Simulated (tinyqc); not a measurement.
# The weight eta from points of equal mobility

Question. If the mobility depends on E = q (Ndep + eta Ns)/(eps0 eps_r) alone, two points of equal mobility on its falling branch have equal E. Find eta and E.

Values chosen for this exercise:
- eps_r = 11.7 (relative permittivity of the semiconductor)

Constants: q = 1.602176634e-19 C, eps0 = 8.8541878128e-14 F/cm where lengths are in cm. Results are converted to the units shown.

Ndep at two body biases (cm^-2): [5.3294523e12, 8.4307491e12]
Ns at which the mobility is the same (cm^-2): [2.3e13, 1.5615960e13]

Solution. eta is the ratio of the differences of Ndep and Ns.

eta = 0.4200
E = 2.318 MV/cm

Numbers from tinyqc (`OMP_NUM_THREADS=1 python tinyqc.py 2510061 2510062 out.jsonl`; about 0.01 s on one thread of a shared Intel Xeon 2.30GHz).
